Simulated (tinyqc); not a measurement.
From one set of inputs to another, one input at a time: speciation in dilute and buffered hydrofluoric acid, oxide etch rate and bath loading. Computed by tinyqc, a small Python program. Command: `OMP_NUM_THREADS=1 python tinyqc.py 3120741 3120742 out.jsonl hfetch ladder`. One thread of a shared host (Intel(R) Xeon(R) Processor @ 2.30GHz), about 0.01 s of CPU time with the checks.

Concentrations stand for activities, NH4+ and Cl- are spectators, and water ionisation is neglected. H, F and HF2 denote the ions H+, F- and HF2-. The base temperature is 298 K.

The inputs printed are set A. Inputs not listed in the table keep their values of set A, so the rows need not describe a real material.

Inputs (values chosen for the exercise, of the order of those for thermal oxide at room temperature):
```
quantity                            value            unit
HF added                            0.095           mol/L
NH4F added                           0.31           mol/L
HCl added                               0           mol/L
K1 = [H][F]/[HF]                 0.000647           mol/L
K2 = [HF2]/([HF][F])                 4.43           L/mol
K3 = [H2F2]/[HF]^2                      0           L/mol
rate constant of neutral HF k_a        10  nm L/(min mol)
rate constant of HF2 k_b               67  nm L/(min mol)
activation energy                    0.34              eV
temperature error                     1.6               K
oxide removed per wafer                70              nm
```

Constants: k_B = 8.617333262e-05 eV/K.

Method:
- Fluoride balance: [HF] + [F] + 2 [HF2] + 2 [H2F2] = HF added + NH4F added. Acid balance: [H] + [HF] + [HF2] + 2 [H2F2] = HF added + HCl added. For a trial [H], [HF] = [H][F]/K1, and the fluoride balance is a quadratic in [F].
- The root is refined to 1e-13 in pH = -log10 [H].
- Rate = k_a ([HF] + 2 [H2F2]) + k_b [HF2], an empirical two-term form.
- Time = oxide/rate; a temperature error changes the rate by exp((E_a/k_B)(1/298 - 1/(298 + error))) - 1.

Each row keeps all changes above it:
```
input moved                                           from        to     pH  etch rate (nm/min)  [HF2] (mol/L)
set A                                                    -         -  3.958               3.841        0.05074
K2 = [HF2]/([HF][F]) (L/mol)                          4.43      4.34  3.954               3.815        0.05029
HF added (mol/L)                                     0.095     0.074  4.089               3.013        0.03990
rate constant of neutral HF k_a (nm L/(min mol))        10        12  4.089               3.081        0.03990
NH4F added (mol/L)                                    0.31         0  2.134               0.889        0.00162
K1 = [H][F]/[HF] (mol/L)                          0.000647  0.000734  2.109               0.888        0.00170
rate constant of HF2 k_b (nm L/(min mol))               67        47  2.109               0.854        0.00170
```

pH goes from 3.96 to 2.11, a factor 0.533 in all. The largest single move comes from NH4F added (a factor 0.522). Etch rate goes from 3.84 to 0.854, a factor 0.222 in all. The largest single move comes from NH4F added (a factor 0.288). [HF2] goes from 0.0507 to 0.00170, a factor 0.0336 in all. The largest single move comes from NH4F added (a factor 0.0405). The single moves hold for this order of the switches; the total does not depend on the order.

Extremes, crossings and ranges named in words are read from the listed rows.
